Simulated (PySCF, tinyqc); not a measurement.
CCSD on RHF in the 3-21g basis, for H3-, spin multiplicity 1, step by step. The basis has no diffuse functions, so it cannot describe the extra electron: this is an exercise in the method, not the real anion. The lowest restricted solution is unstable here: a spin-polarised one lies 0.0430 hartree lower (PySCF). Computed by tinyqc, a small Python program that keeps every step (integrals from PySCF). Settings: charge = -1, multiplicity = 1, basis = 3-21g, method = RHF, energy threshold = 1e-10, iteration cap = 54, orthogonalisation = symmetric, start = atomic densities, DIIS depth = 6, amplitude equations = CCSD, DIIS depth for amplitudes = 6, cap on updates = 89. Command: `OMP_NUM_THREADS=1 python tinyqc.py 25652 25653 out.jsonl` (the two numbers bound the seeds that draw the settings). One thread of a shared host (Intel(R) Xeon(R) Processor @ 2.60GHz), about 0.4 s of CPU time with the checks. The early iterations of the SCF are left out here.

## One-electron integrals

Geometry (angstrom):
```
atom,x,y,z
H,0.0000,0.0000,0.0000
H,0.0000,0.0000,0.7760
H,0.0000,0.7390,0.3880
```

Basis 3-21g: exponents (1/bohr^2) and contraction coefficients of normalised primitives:
```
element,l (shell),exponent,coefficient
H,s (1),5.4472,0.1563
H,s (1),0.8245,0.9047
H,s (2),0.1832,1.0000
```

Overlap, kinetic and nuclear-attraction integrals over the contracted functions; the nuclear repulsion is the sum of Za Zb / Rab.

nuclear repulsion = 1.949929 hartree

overlap S:
```
,1H 1s,1H 2s,2H 1s,2H 2s,3H 1s,3H 2s
1H 1s,1.0000,0.6459,0.3710,0.4666,0.3199,0.4434
1H 2s,0.6459,1.0000,0.4666,0.8212,0.4434,0.7962
2H 1s,0.3710,0.4666,1.0000,0.6459,0.3199,0.4434
2H 2s,0.4666,0.8212,0.6459,1.0000,0.4434,0.7962
3H 1s,0.3199,0.4434,0.3199,0.4434,1.0000,0.6459
3H 2s,0.4434,0.7962,0.4434,0.7962,0.6459,1.0000
```

kinetic energy T (hartree):
```
,1H 1s,1H 2s,2H 1s,2H 2s,3H 1s,3H 2s
1H 1s,1.5494,0.2932,0.1670,0.1657,0.1033,0.1506
1H 2s,0.2932,0.2748,0.1657,0.1960,0.1506,0.1856
2H 1s,0.1670,0.1657,1.5494,0.2932,0.1033,0.1506
2H 2s,0.1657,0.1960,0.2932,0.2748,0.1506,0.1856
3H 1s,0.1033,0.1506,0.1033,0.1506,1.5494,0.2932
3H 2s,0.1506,0.1856,0.1506,0.1856,0.2932,0.2748
```

nuclear attraction V (hartree):
```
,1H 1s,1H 2s,2H 1s,2H 2s,3H 1s,3H 2s
1H 1s,-3.0304,-1.6072,-1.1279,-1.2096,-0.9588,-1.1499
1H 2s,-1.6072,-1.7440,-1.2096,-1.5040,-1.1368,-1.4597
2H 1s,-1.1279,-1.2096,-3.0304,-1.6072,-0.9588,-1.1499
2H 2s,-1.2096,-1.5040,-1.6072,-1.7440,-1.1368,-1.4597
3H 1s,-0.9588,-1.1368,-0.9588,-1.1368,-2.9846,-1.5821
3H 2s,-1.1499,-1.4597,-1.1499,-1.4597,-1.5821,-1.7266
```

core Hamiltonian H = T + V (hartree):
```
,1H 1s,1H 2s,2H 1s,2H 2s,3H 1s,3H 2s
1H 1s,-1.4810,-1.3141,-0.9609,-1.0439,-0.8555,-0.9993
1H 2s,-1.3141,-1.4692,-1.0439,-1.3079,-0.9862,-1.2742
2H 1s,-0.9609,-1.0439,-1.4810,-1.3141,-0.8555,-0.9993
2H 2s,-1.0439,-1.3079,-1.3141,-1.4692,-0.9862,-1.2742
3H 1s,-0.8555,-0.9862,-0.8555,-0.9862,-1.4352,-1.2890
3H 2s,-0.9993,-1.2742,-0.9993,-1.2742,-1.2890,-1.4518
```

## Two-electron integrals

Functions are numbered as in S; the eight-fold symmetry (ij|kl) = (ji|kl) = (kl|ij) leaves the list below.

Two-electron integrals (ij|kl) in chemists' order, unique and non-zero (hartree):
```
i,j,k,l,(ij|kl)
1,1,1,1,1.1401
2,1,1,1,0.6114
2,1,2,1,0.3452
2,2,1,1,0.6264
2,2,2,1,0.3803
2,2,2,2,0.4830
3,1,1,1,0.3464
3,1,2,1,0.1968
3,1,2,2,0.2183
3,1,3,1,0.1442
3,2,1,1,0.3237
3,2,2,1,0.1954
3,2,2,2,0.2419
3,2,3,1,0.1508
3,2,3,2,0.1795
3,3,1,1,0.6512
3,3,2,1,0.4016
3,3,2,2,0.5115
3,3,3,1,0.3464
3,3,3,2,0.4345
3,3,3,3,1.1401
4,1,1,1,0.4345
4,1,2,1,0.2462
4,1,2,2,0.2730
4,1,3,1,0.1508
4,1,3,2,0.1530
4,1,3,3,0.3237
4,1,4,1,0.1795
4,2,1,1,0.4873
4,2,2,1,0.2977
4,2,2,2,0.3840
4,2,3,1,0.1889
4,2,3,2,0.2208
4,2,3,3,0.4873
4,2,4,1,0.2208
4,2,4,2,0.3257
4,3,1,1,0.4016
4,3,2,1,0.2469
4,3,2,2,0.3174
4,3,3,1,0.1968
4,3,3,2,0.2462
4,3,3,3,0.6114
4,3,4,1,0.1954
4,3,4,2,0.2977
4,3,4,3,0.3452
4,4,1,1,0.5115
4,4,2,1,0.3174
4,4,2,2,0.4264
4,4,3,1,0.2183
4,4,3,2,0.2730
4,4,3,3,0.6264
4,4,4,1,0.2419
4,4,4,2,0.3840
4,4,4,3,0.3803
4,4,4,4,0.4830
5,1,1,1,0.2917
5,1,2,1,0.1667
5,1,2,2,0.1866
5,1,3,1,0.1050
5,1,3,2,0.1070
5,1,3,3,0.2247
5,1,4,1,0.1230
5,1,4,2,0.1532
5,1,4,3,0.1365
5,1,4,4,0.1689
5,1,5,1,0.1067
5,2,1,1,0.2958
5,2,2,1,0.1798
5,2,2,2,0.2256
5,2,3,1,0.1150
5,2,3,2,0.1297
5,2,3,3,0.2786
5,2,4,1,0.1342
5,2,4,2,0.1906
5,2,4,3,0.1710
5,2,4,4,0.2191
5,2,5,1,0.1224
5,2,5,2,0.1620
5,3,1,1,0.2247
5,3,2,1,0.1365
5,3,2,2,0.1689
5,3,3,1,0.1050
5,3,3,2,0.1230
5,3,3,3,0.2917
5,3,4,1,0.1070
5,3,4,2,0.1532
5,3,4,3,0.1667
5,3,4,4,0.1866
5,3,5,1,0.0922
5,3,5,2,0.1180
5,3,5,3,0.1067
5,4,1,1,0.2786
5,4,2,1,0.1710
5,4,2,2,0.2191
5,4,3,1,0.1150
5,4,3,2,0.1342
5,4,3,3,0.2958
5,4,4,1,0.1297
5,4,4,2,0.1906
5,4,4,3,0.1798
5,4,4,4,0.2256
5,4,5,1,0.1180
5,4,5,2,0.1602
5,4,5,3,0.1224
5,4,5,4,0.1620
5,5,1,1,0.6139
5,5,2,1,0.3820
5,5,2,2,0.4971
5,5,3,1,0.2483
5,5,3,2,0.2885
5,5,3,3,0.6139
5,5,4,1,0.2885
5,5,4,2,0.4274
5,5,4,3,0.3820
5,5,4,4,0.4971
5,5,5,1,0.2917
5,5,5,2,0.4118
5,5,5,3,0.2917
5,5,5,4,0.4118
5,5,5,5,1.1401
6,1,1,1,0.4118
6,1,2,1,0.2335
6,1,2,2,0.2591
6,1,3,1,0.1378
6,1,3,2,0.1386
6,1,3,3,0.2886
6,1,4,1,0.1684
6,1,4,2,0.2062
6,1,4,3,0.1761
6,1,4,4,0.2229
6,1,5,1,0.1224
6,1,5,2,0.1351
6,1,5,3,0.1025
6,1,5,4,0.1291
6,1,5,5,0.2958
6,1,6,1,0.1620
6,2,1,1,0.4686
6,2,2,1,0.2865
6,2,2,2,0.3704
6,2,3,1,0.1723
6,2,3,2,0.1969
6,2,3,3,0.4238
6,2,4,1,0.2091
6,2,4,2,0.3042
6,2,4,3,0.2619
6,2,4,4,0.3481
6,2,5,1,0.1578
6,2,5,2,0.2028
6,2,5,3,0.1497
6,2,5,4,0.1995
6,2,5,5,0.4686
6,2,6,1,0.2028
6,2,6,2,0.3062
6,3,1,1,0.2886
6,3,2,1,0.1761
6,3,2,2,0.2229
6,3,3,1,0.1378
6,3,3,2,0.1684
6,3,3,3,0.4118
6,3,4,1,0.1386
6,3,4,2,0.2062
6,3,4,3,0.2335
6,3,4,4,0.2591
6,3,5,1,0.1025
6,3,5,2,0.1291
6,3,5,3,0.1224
6,3,5,4,0.1351
6,3,5,5,0.2958
6,3,6,1,0.1273
6,3,6,2,0.1878
6,3,6,3,0.1620
6,4,1,1,0.4238
6,4,2,1,0.2619
6,4,2,2,0.3481
6,4,3,1,0.1723
6,4,3,2,0.2091
6,4,3,3,0.4686
6,4,4,1,0.1969
6,4,4,2,0.3042
6,4,4,3,0.2865
6,4,4,4,0.3704
6,4,5,1,0.1497
6,4,5,2,0.1995
6,4,5,3,0.1578
6,4,5,4,0.2028
6,4,5,5,0.4686
6,4,6,1,0.1878
6,4,6,2,0.2964
6,4,6,3,0.2028
6,4,6,4,0.3062
6,5,1,1,0.3820
6,5,2,1,0.2365
6,5,2,2,0.3093
6,5,3,1,0.1522
6,5,3,2,0.1775
6,5,3,3,0.3820
6,5,4,1,0.1775
6,5,4,2,0.2648
6,5,4,3,0.2365
6,5,4,4,0.3093
6,5,5,1,0.1667
6,5,5,2,0.2335
6,5,5,3,0.1667
6,5,5,4,0.2335
6,5,5,5,0.6114
6,5,6,1,0.1798
6,5,6,2,0.2865
6,5,6,3,0.1798
6,5,6,4,0.2865
6,5,6,5,0.3452
6,6,1,1,0.4971
6,6,2,1,0.3093
6,6,2,2,0.4186
6,6,3,1,0.1917
6,6,3,2,0.2286
6,6,3,3,0.4971
6,6,4,1,0.2286
6,6,4,2,0.3540
6,6,4,3,0.3093
6,6,4,4,0.4186
6,6,5,1,0.1866
6,6,5,2,0.2591
6,6,5,3,0.1866
6,6,5,4,0.2591
6,6,5,5,0.6264
6,6,6,1,0.2256
6,6,6,2,0.3704
6,6,6,3,0.2256
6,6,6,4,0.3704
6,6,6,5,0.3803
6,6,6,6,0.4830
```

## Orthogonalisation

S = U s U^T; symmetric (Loewdin) form X = U s^(-1/2) U^T, so that X^T S X = 1.

eigenvalues of S: 0.1161  0.1336  0.5238  0.6917  0.7759  3.7589

X:
```
,1H 1s,1H 2s,2H 1s,2H 2s,3H 1s,3H 2s
1H 1s,1.2686,-0.4939,-0.1225,0.0460,-0.0825,0.0379
1H 2s,-0.4939,2.0674,0.0460,-0.6790,0.0340,-0.5705
2H 1s,-0.1225,0.0460,1.2686,-0.4939,-0.0825,0.0379
2H 2s,0.0460,-0.6790,-0.4939,2.0674,0.0340,-0.5705
3H 1s,-0.0825,0.0340,-0.0825,0.0340,1.2590,-0.4904
3H 2s,0.0379,-0.5705,0.0379,-0.5705,-0.4904,1.9752
```

## Iteration 8 (converged): orbitals

converged F (hartree):
```
,1H 1s,1H 2s,2H 1s,2H 2s,3H 1s,3H 2s
1H 1s,0.3409,-0.3598,-0.4525,-0.4172,-0.3601,-0.3641
1H 2s,-0.3598,-0.1469,-0.4172,-0.2428,-0.3288,-0.2042
2H 1s,-0.4525,-0.4172,0.3409,-0.3598,-0.3601,-0.3641
2H 2s,-0.4172,-0.2428,-0.3598,-0.1469,-0.3288,-0.2042
3H 1s,-0.3601,-0.3288,-0.3601,-0.3288,0.4215,-0.3360
3H 2s,-0.3641,-0.2042,-0.3641,-0.2042,-0.3360,-0.1277
```

Diagonalise F' = X^T F X, C = X C', fill 2 alpha and 2 beta electrons from the bottom; D = 2 C_occ C_occ^T. Each column has its largest component positive (the first on a tie).

F' = X^T F X (hartree):
```
,1,2,3,4,5,6
1,1.0489,-0.6153,-0.4282,-0.1133,-0.2892,-0.0491
2,-0.6153,0.5778,-0.1133,-0.2063,-0.0302,-0.1070
3,-0.4282,-0.1133,1.0489,-0.6153,-0.2892,-0.0491
4,-0.1133,-0.2063,-0.6153,0.5778,-0.0302,-0.1070
5,-0.2892,-0.0302,-0.2892,-0.0302,1.1067,-0.7019
6,-0.0491,-0.1070,-0.0491,-0.1070,-0.7019,0.5375
```

orbital energies (hartree): MO1 -0.4379, MO2 0.2335, MO3 0.5206, MO4 1.1071, MO5 1.7337, MO6 1.7406

coefficients C:
```
,MO1,MO2,MO3,MO4,MO5,MO6
1H 1s,0.2651,-0.0776,0.1192,0.6705,0.4894,-1.0484
1H 2s,0.2120,-0.7645,1.5421,-0.5784,-0.6533,1.2405
2H 1s,0.2651,-0.0776,-0.1192,0.6705,0.4894,1.0484
2H 2s,0.2120,-0.7645,-1.5421,-0.5784,-0.6533,-1.2405
3H 1s,0.2101,0.2052,0.0000,0.4921,-1.2301,0.0000
3H 2s,0.1290,1.5757,0.0000,-0.3302,1.4788,0.0000
```

D after iteration 8:
```
,1H 1s,1H 2s,2H 1s,2H 2s,3H 1s,3H 2s
1H 1s,0.1526,0.2311,0.1526,0.2311,0.0795,-0.1763
1H 2s,0.2311,1.2587,0.2311,1.2587,-0.2247,-2.3545
2H 1s,0.1526,0.2311,0.1526,0.2311,0.0795,-0.1763
2H 2s,0.2311,1.2587,0.2311,1.2587,-0.2247,-2.3545
3H 1s,0.0795,-0.2247,0.0795,-0.2247,0.1725,0.7009
3H 2s,-0.1763,-2.3545,-0.1763,-2.3545,0.7009,4.9991
```

## Convergence

Stop when the energy changes by less than 1e-10 hartree and every element of the error matrix X^T (F D S - S D F) X is below 3e-06.

Course of the cycle:
```
iteration,E (hartree),change,largest element of the error matrix
1,-1.810712,-,2.19e-01
2,-1.193943,6.17e-01,1.08e-01
3,-1.208528,-1.46e-02,7.62e-03
4,-1.208666,-1.39e-04,1.56e-03
5,-1.208669,-2.35e-06,1.56e-04
6,-1.208669,-6.96e-08,2.65e-05
7,-1.208669,-5.72e-10,4.46e-07
8,-1.208669,-4.59e-13,1.33e-09
```

PySCF RHF in the same basis = -1.208669 hartree

Converged in 8 iterations.

## Integrals over molecular orbitals

(pq|rs) = sum C_ip C_jq C_kr C_ls (ij|kl), one index at a time.

one-electron integrals over orbitals h = C^T H C (hartree):
```
,1,2,3,4,5,6
1,-1.9221,-0.0329,0.0000,-0.2728,0.0345,0.0000
2,-0.0329,-1.0321,0.0000,0.0246,0.2902,0.0000
3,0.0000,0.0000,-0.9803,0.0000,0.0000,0.3069
4,-0.2728,0.0246,0.0000,-0.5775,0.0166,0.0000
5,0.0345,0.2902,0.0000,0.0166,-0.2608,0.0000
6,0.0000,0.0000,0.3069,0.0000,0.0000,-0.2338
```

Two-electron integrals over orbitals (pq|rs), unique and non-zero (hartree):
```
p,q,r,s,(pq|rs)
1,1,1,1,0.6536
2,1,1,1,-0.0084
2,1,2,1,0.0798
2,2,1,1,0.4552
2,2,2,1,0.0413
2,2,2,2,0.4351
3,1,3,1,0.0789
3,2,3,1,-0.0257
3,2,3,2,0.0266
3,3,1,1,0.4505
3,3,2,1,-0.0270
3,3,2,2,0.3527
3,3,3,3,0.4120
4,1,1,1,0.1521
4,1,2,1,-0.0056
4,1,2,2,0.0508
4,1,3,3,0.0488
4,1,4,1,0.0913
4,2,1,1,-0.0068
4,2,2,1,-0.0192
4,2,2,2,-0.0166
4,2,3,3,0.0073
4,2,4,1,-0.0070
4,2,4,2,0.0330
4,3,3,1,-0.0224
4,3,3,2,0.0100
4,3,4,3,0.0381
4,4,1,1,0.5166
4,4,2,1,-0.0140
4,4,2,2,0.3879
4,4,3,3,0.3930
4,4,4,1,0.0948
4,4,4,2,-0.0027
4,4,4,4,0.4418
5,1,1,1,0.0067
5,1,2,1,-0.0648
5,1,2,2,-0.0361
5,1,3,3,0.0208
5,1,4,1,0.0096
5,1,4,2,-0.0153
5,1,4,4,0.0134
5,1,5,1,0.0910
5,2,1,1,-0.1383
5,2,2,1,-0.0310
5,2,2,2,-0.0784
5,2,3,3,-0.0522
5,2,4,1,-0.0614
5,2,4,2,-0.0053
5,2,4,4,-0.0806
5,2,5,1,0.0464
5,2,5,2,0.0934
5,3,3,1,0.0199
5,3,3,2,-0.0032
5,3,4,3,0.0032
5,3,5,3,0.0133
5,4,1,1,0.0223
5,4,2,1,-0.0669
5,4,2,2,-0.0285
5,4,3,3,0.0270
5,4,4,1,0.0153
5,4,4,2,0.0084
5,4,4,4,0.0239
5,4,5,1,0.0678
5,4,5,2,0.0256
5,4,5,4,0.0718
5,5,1,1,0.5937
5,5,2,1,0.0847
5,5,2,2,0.4957
5,5,3,3,0.3898
5,5,4,1,0.1322
5,5,4,2,-0.0052
5,5,4,4,0.4692
5,5,5,1,-0.1049
5,5,5,2,-0.1886
5,5,5,4,-0.0755
5,5,5,5,0.7280
6,1,3,1,-0.0721
6,1,3,2,0.0242
6,1,4,3,-0.0166
6,1,5,3,-0.0297
6,1,6,1,0.1148
6,2,3,1,0.0226
6,2,3,2,-0.0052
6,2,4,3,0.0049
6,2,5,3,0.0132
6,2,6,1,-0.0355
6,2,6,2,0.0164
6,3,1,1,-0.1394
6,3,2,1,0.0220
6,3,2,2,-0.0528
6,3,3,3,-0.0613
6,3,4,1,-0.0666
6,3,4,2,0.0077
6,3,4,4,-0.0876
6,3,5,1,-0.0294
6,3,5,2,0.0407
6,3,5,4,-0.0286
6,3,5,5,-0.0945
6,3,6,3,0.0740
6,4,3,1,-0.0766
6,4,3,2,0.0251
6,4,4,3,0.0065
6,4,5,3,-0.0256
6,4,6,1,0.0969
6,4,6,2,-0.0297
6,4,6,4,0.1017
6,5,3,1,-0.0500
6,5,3,2,0.0243
6,5,4,3,-0.0058
6,5,5,3,-0.0199
6,5,6,1,0.0761
6,5,6,2,-0.0243
6,5,6,4,0.0699
6,5,6,5,0.0583
6,6,1,1,0.6424
6,6,2,1,-0.0612
6,6,2,2,0.4104
6,6,3,3,0.4688
6,6,4,1,0.1674
6,6,4,2,-0.0131
6,6,4,4,0.5211
6,6,5,1,0.0768
6,6,5,2,-0.1093
6,6,5,4,0.0822
6,6,5,5,0.5170
6,6,6,3,-0.1705
6,6,6,6,0.7330
```

## CCSD: starting amplitudes

t_ij^ab = <ij||ab> / (e_i + e_j - e_a - e_b), whose energy is MP2.

Starting amplitudes (spin orbitals 1a, 1b, ...; amplitudes related by a flip of all spins are not repeated):
```
from,to,t
2a 2b,3a 3b,-0.0464
1a 1b,3a 3b,-0.0411
2a 2b,5a 5b,-0.0311
1a 1b,4a 4b,-0.0295
1a 1b,6a 6b,-0.0263
1a 1b,3a 6b,0.0230
1a 1b,5a 5b,-0.0209
1a 2b,3a 3b,0.0206
1a 2b,4a 5b,0.0202
2a 2b,4a 4b,-0.0189
1a 2a,4a 5a,0.0151
1a 2b,5a 5b,-0.0126
1a 2b,3b 6a,0.0098
1a 2b,6a 6b,0.0096
1a 2b,3a 6b,-0.0092
2a 2b,6a 6b,-0.0054
1a 2b,4b 5a,-0.0050
1a 2b,4a 4b,0.0029
2a 2b,3a 6b,0.0029
1a 1b,4a 5b,-0.0026
2a 2b,4a 5b,0.0022
1a 2a,3a 6a,0.0007
```

correlation energy = -0.027016 hartree

## CCSD: amplitude update 1

t_i^a D_i^a and t_ij^ab D_ij^ab are set to the remaining terms of the spin-orbital equations, evaluated with the old amplitudes; for the doubles these are <ij||ab> + 1/2 <ab||ef> t_ij^ef + 1/2 <mn||ij> t_mn^ab + P(ij)P(ab) <mb||ej> t_im^ae + terms in t^2 + terms with t1, D the orbital-energy denominators.

Amplitudes after update 1 (spin orbitals 1a, 1b, ...; amplitudes related by a flip of all spins are not repeated; the 24 largest):
```
from,to,t
2a 2b,3a 3b,-0.0840
1a 1b,3a 3b,-0.0536
2a 2b,5a 5b,-0.0366
1a 1b,4a 4b,-0.0344
1a 2b,3a 3b,0.0338
1a 1b,3a 6b,0.0312
1a 1b,6a 6b,-0.0309
1a 2b,4a 5b,0.0251
1a 1b,5a 5b,-0.0248
2a 2b,4a 4b,-0.0241
1a 2a,4a 5a,0.0177
1a 2b,5a 5b,-0.0166
1a 2b,3b 6a,0.0137
1a 2b,3a 6b,-0.0136
1a 2b,6a 6b,0.0115
1a 2b,4b 5a,-0.0074
2a 2b,4a 5b,0.0047
2a 2b,3a 6b,0.0046
2a,5a,-0.0045
2a 2b,6a 6b,-0.0041
1a 2b,4a 4b,0.0039
1a 1b,4a 5b,-0.0030
1a,4a,0.0021
1a,5a,0.0016
```

correlation energy = -0.034703 hartree

## CCSD: amplitude update 2

As before.

Amplitudes after update 2 (spin orbitals 1a, 1b, ...; amplitudes related by a flip of all spins are not repeated; the 24 largest):
```
from,to,t
2a 2b,3a 3b,-0.1172
1a 1b,3a 3b,-0.0569
1a 2b,3a 3b,0.0424
2a 2b,5a 5b,-0.0379
1a 1b,4a 4b,-0.0350
1a 1b,3a 6b,0.0340
1a 1b,6a 6b,-0.0319
1a 2b,4a 5b,0.0263
2a 2b,4a 4b,-0.0255
1a 1b,5a 5b,-0.0254
1a 2a,4a 5a,0.0181
1a 2b,5a 5b,-0.0178
1a 2b,3a 6b,-0.0162
1a 2b,3b 6a,0.0153
1a 2b,6a 6b,0.0116
1a 2b,4b 5a,-0.0082
2a,5a,-0.0067
2a 2b,3a 6b,0.0063
2a 2b,4a 5b,0.0059
1a 2b,4a 4b,0.0041
1a 1b,4a 5b,-0.0030
2a 2b,6a 6b,-0.0030
1a,4a,0.0028
1a,5a,0.0024
```

correlation energy = -0.037626 hartree

## CCSD: amplitude update 3

t_i^a D_i^a and t_ij^ab D_ij^ab are set to the remaining terms of the spin-orbital equations, evaluated with the old amplitudes; for the doubles these are <ij||ab> + 1/2 <ab||ef> t_ij^ef + 1/2 <mn||ij> t_mn^ab + P(ij)P(ab) <mb||ej> t_im^ae + terms in t^2 + terms with t1, D the orbital-energy denominators. DIIS then mixes the stored amplitudes.

DIIS coefficients: -2.6012  3.6012

Amplitudes after update 3 (spin orbitals 1a, 1b, ...; amplitudes related by a flip of all spins are not repeated; the 24 largest):
```
from,to,t
2a 2b,3a 3b,-0.2241
1a 2b,3a 3b,0.0636
1a 1b,3a 3b,-0.0574
2a 2b,5a 5b,-0.0392
1a 1b,3a 6b,0.0374
1a 1b,4a 4b,-0.0352
1a 1b,6a 6b,-0.0329
1a 2b,4a 5b,0.0274
1a 1b,5a 5b,-0.0257
2a 2b,4a 4b,-0.0257
1a 2b,3a 6b,-0.0219
1a 2b,5a 5b,-0.0191
1a 2a,4a 5a,0.0183
1a 2b,3b 6a,0.0180
2a 2b,3a 6b,0.0116
1a 2b,6a 6b,0.0110
2a,5a,-0.0102
1a 2b,4b 5a,-0.0091
2a 2b,4a 5b,0.0077
1a 2a,3a 6a,-0.0039
1a 2b,4a 4b,0.0038
1a,5a,0.0036
1a,4a,0.0034
1a 1b,4a 5b,-0.0029
```

correlation energy = -0.043004 hartree

## CCSD: convergence

E_corr = 1/4 sum <ij||ab> t_ij^ab + 1/2 sum <ij||ab> t_i^a t_j^b; stop when the norm of the change is below 1e-8.

Course of the amplitude iterations:
```
update,correlation energy (hartree),norm of the change
0,-0.027016,-
1,-0.034703,9.78e-02
2,-0.037626,7.27e-02
3,-0.043004,6.22e-02
4,-0.044957,3.63e-02
5,-0.045484,5.26e-03
6,-0.045271,1.51e-03
7,-0.045327,5.04e-04
8,-0.045320,4.97e-05
9,-0.045322,1.78e-05
10,-0.045322,3.49e-07
11,-0.045322,8.46e-08
12,-0.045322,1.14e-08
13,-0.045322,1.67e-09
```

Converged amplitudes (spin orbitals 1a, 1b, ...; amplitudes related by a flip of all spins are not repeated; the 24 largest):
```
from,to,t
2a 2b,3a 3b,-0.3612
1a 2b,3a 3b,0.0776
1a 1b,3a 3b,-0.0444
2a 2b,5a 5b,-0.0378
1a 1b,4a 4b,-0.0355
1a 1b,3a 6b,0.0345
1a 1b,6a 6b,-0.0328
1a 2b,4a 5b,0.0264
1a 1b,5a 5b,-0.0255
1a 2b,3a 6b,-0.0245
2a 2b,4a 4b,-0.0189
1a 2b,5a 5b,-0.0186
1a 2a,4a 5a,0.0181
1a 2b,3b 6a,0.0174
2a 2b,3a 6b,0.0168
1a 2b,6a 6b,0.0099
2a,5a,-0.0097
1a 2b,4b 5a,-0.0083
1a 2a,3a 6a,-0.0071
2a 2b,4a 5b,0.0068
2a 2b,6a 6b,0.0055
2a,4a,0.0046
1a 1b,4a 5b,-0.0030
1a 2b,4a 4b,0.0029
```

CCSD total energy = -1.253990 hartree

T1 diagnostic, norm of the one-spin t1 over sqrt(correlated electrons) = 0.0057

Converged in 13 updates, with DIIS from the third.
